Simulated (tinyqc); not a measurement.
# Diffused layer (complementary error function), carriers, mobility and sheet resistance: effect of the temperature

An n-type layer from the surface x = 0 to the junction xj, N(x) = N0 erfc(x/Ld). Local neutrality (no depletion at surface or junction, no spilling of carriers), intrinsic carriers neglected, full ionisation of active dopants.

erfc(xj/Ld) = Nb/N0. Active dopant A = min(N, Ns); n = A - Nb; mobility mu = m1 + (m2 (T/300 K)^(-bt) - m1)/(1 + ((A + Nb)/Nr)^am). Dose = integral of N, carrier sheet density = integral of n, 1/Rs = q integral of n mu, mean mobility 1/(q Rs sheet density), Hall mobility (unit Hall factor) = integral of n mu^2 over integral of n mu, Hall sheet density = (integral of n mu)^2/integral of n mu^2; all from 0 to xj. Integrals on 4000 steps.

Values chosen for this exercise; values close to those of phosphorus in germanium over a p-type background: background doping of the opposite type Nb = 3e15 cm^-3; peak chemical concentration N0 = 1.4e18 cm^-3; mobility limit at high doping m1 = 150 cm^2/(V s); mobility limit at low doping, at 300 K m2 = 3890 cm^2/(V s); reference doping of the mobility law Nr = 2.6e17 cm^-3; exponent of the mobility law am = 0.554; temperature exponent of m2 bt = 2; solubility limit of active dopant Ns = 5.11e19 cm^-3; diffusion length 2 sqrt(D t) Ld = 45 nm.

Constants: q = 1.602176634e-19 C. Results are converted to the units shown.

The same in every row: xj (nm) = 97.68; dose (cm^-2) = 3.552e12; carriers (cm^-2) = 3.522e12.

Effect of the temperature:
```
T (K)  Rs (ohm/square)  mean mobility (cm^2/(V s))  Rs xj (ohm nm)  Hall/true sheet density
150              301.6                        5875         2.946e4                   0.9398
200              529.6                        3346         5.173e4                   0.9421
250              814.6                        2175         7.957e4                   0.9448
300               1151                        1539         1.124e5                   0.9479
350               1533                        1156         1.497e5                   0.9514
```

As T goes from 150 to 350, xj stays at 97.7 nm, Rs rises from 302 to 1530 ohm/square, the mean mobility falls from 5870 to 1160 cm^2/(V s) and the share of the dose that conducts stays at 99.2 %.

Program tinyqc, `OMP_NUM_THREADS=1 python tinyqc.py 2110028 2110029 out.jsonl`; Intel Xeon 2.30GHz, shared host, one thread, about 0.01 s.
